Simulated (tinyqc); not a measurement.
Self-consistent Fermi level with native defects, at growth and after a quench: one step, computed by the program tinyqc.

Energies are counted from the top of the valence band (VBM); when the gap shrinks with temperature the conduction band moves and the levels stay. D and A draw on one reservoir with opposite signs, as the two vacancies of a compound do.

Task: Bands at growth. E_g(T) = E_g - slope x max(0, T - 300 K). N_c = 2 M_c (2 pi m_e k_B T/h^2)^(3/2) and N_v = 2 (2 pi m_h k_B T/h^2)^(3/2), masses in units of m_0. At growth T = T_g.

Inputs (values chosen for the exercise, with bands modelled on CdTe):
```
quantity                      value  unit
gap E_g at 300 K               1.51    eV
slope -dE_g/dT above 300 K  0.00029  eV/K
electron mass m_e            0.0923   m_0
valleys M_c                       1     -
hole mass m_h                 0.624   m_0
growth temperature T_g          938     K
```

Added shallow dopant: none.

Constants: m_0 = 9.1093837015e-31 kg; k_B = 1.380649e-23 J/K; h = 6.62607015e-34 J s; k_B = 8.617333262e-05 eV/K.

Give: E_g(T_g); N_c(T_g); N_v(T_g); k_B T_g.

Result:

E_g(T_g) = 1.32498 eV

N_c(T_g) = 3.8904e+18 cm^-3

N_v(T_g) = 6.8387e+19 cm^-3

k_B T_g = 0.080831 eV
